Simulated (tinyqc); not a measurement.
Composition of the layer: band edges of strained Si(1-x)Ge(x) on relaxed Si(1-y)Ge(y).

Values are linear in the Ge fraction but for ED(x) = linear - CD x (1 - x) and a(x) = linear - Ca x (1 - x). Energies are on the common scale of Ev.

Coherent growth on a (111) face: e_par = (a(y) - a(x))/a(x), e_perp = -(2 C11 + 4 C12 - 4 C44)/(C11 + 2 C12 + 4 C44) e_par; exx = eyy = ezz = (2 e_par + e_perp)/3 and exy = eyz = ezx = (e_perp - e_par)/3.

A valley with unit axis u lies at Ev + gap + (av + a_valley) tr(e) + Xu (u.e.u - tr(e)/3); the Delta axes are x, y, z and the L axes [111], [1-1-1], [-11-1], [-1-11]. The second-order shift of the Delta valleys under shear is left out; it lowers the pair normal to the sheared plane by tens of meV at a shear of 1 %.

Valence edges: Ev plus the levels of the 6 x 6 matrix of X, Y, Z times spin with -Dso/3 + l exx + m (eyy + ezz) on the diagonal (cyclic), n exy off it, l = av + 2 b, m = av - b, n = sqrt(3) d. Spin-orbit term (Dso/3) L.sigma on X, Y, Z with (L_k)_ij = -i epsilon_kij: <X+|H|Y+> = -i Dso/3, <X+|H|Z-> = Dso/3, <Y+|H|Z-> = -i Dso/3, <Z+|H|X-> = -Dso/3, <Z+|H|Y-> = i Dso/3, <X-|H|Y-> = i Dso/3, and their conjugates; + and - are the spin along z.

Inputs chosen for the exercise (end members near Si and Ge, in this order; shifted at random, so the results belong to these values and not to a real crystal):

| symbol | value | unit | meaning |
|---|---|---|---|
| a | (5.427, 5.657) | angstrom | lattice constant |
| Dso | (0.044, 0.294) | eV | spin-orbit splitting |
| av | (2.47, 1.22) | eV | valence hydrostatic potential |
| b | (-2.1, -2.56) | eV | tetragonal shear potential |
| d | (-4.81, -5.24) | eV | trigonal shear potential |
| C11 | (165.2, 128.6) | GPa |  |
| C12 | (64, 47.6) | GPa |  |
| C44 | (79.5, 66.8) | GPa |  |
| Ev | (0, 0.65) | eV | top of the unstrained valence band |
| ED | (1.142, 0.938) | eV | gap to the Delta valleys |
| EL | (2.043, 0.741) | eV | gap to the L valleys |
| aD | (1.7, 1.32) | eV | hydrostatic potential of the Delta gap |
| aL | (-2.87, -2.95) | eV | hydrostatic potential of the L gap |
| XuD | (9.4, 9.55) | eV | uniaxial potential, Delta |
| XuL | (16.04, 15.14) | eV | uniaxial potential, L |
| CD | 0.176 | eV | bowing of the Delta gap |
| Ca | 0 | angstrom | bowing of the lattice constant |
| face | 111 |  | growth face |
| y | 0 |  | Ge fraction of the relaxed buffer |

The buffer is kept. dEc = Ec(buffer) - Ec(layer), dEv = Ev(layer) - Ev(buffer); buffer edges Ev(y) and Ev(y) + min(ED, EL). The digit behind Delta or L counts whole valleys.

Results:

| x | e_par (%) | lowest valleys | gap (eV) | next valleys above (meV) | valence splitting (meV) | dEc (eV) | dEv (eV) |
|---|---|---|---|---|---|---|---|
| 0.08 | -0.34 | Delta6 | 1.090 | 833 | 21 | -0.001 | 0.053 |
| 0.16 | -0.67 | Delta6 | 1.041 | 763 | 35 | -0.006 | 0.107 |
| 0.24 | -1.01 | Delta6 | 0.995 | 690 | 47 | -0.015 | 0.162 |
| 0.31 | -1.30 | Delta6 | 0.956 | 625 | 58 | -0.026 | 0.211 |
| 0.47 | -1.95 | Delta6 | 0.875 | 471 | 80 | -0.060 | 0.327 |
| 0.55 | -2.28 | Delta6 | 0.839 | 390 | 92 | -0.083 | 0.386 |

Give the missing row, x = 0.39.

Computed row:
```
x     e_par (%)  lowest valleys  gap (eV)  next valleys above (meV)  valence splitting (meV)  dEc (eV)  dEv (eV)
0.39      -1.63          Delta6     0.914                       549                       69    -0.041     0.269
```

The gap is 1.090 eV in the first row and 0.839 eV in the last. The lowest valleys are Delta6 throughout. Per 0.1 of x the valence offset moves by +71 meV on average; the conduction offset lies between -83 and -1 meV. Electrons and holes sit on opposite sides in every row (type II). Offsets below about 30 meV are within the spread of parameter sets, so those rows do not settle the type. Strains above 2 % can be kept only in layers of a few nanometres.

tinyqc: `OMP_NUM_THREADS=1 python tinyqc.py 1051587 1051588 out.jsonl`; about 0.02 s, one thread, shared Intel(R) Xeon(R) Processor @ 2.30GHz.
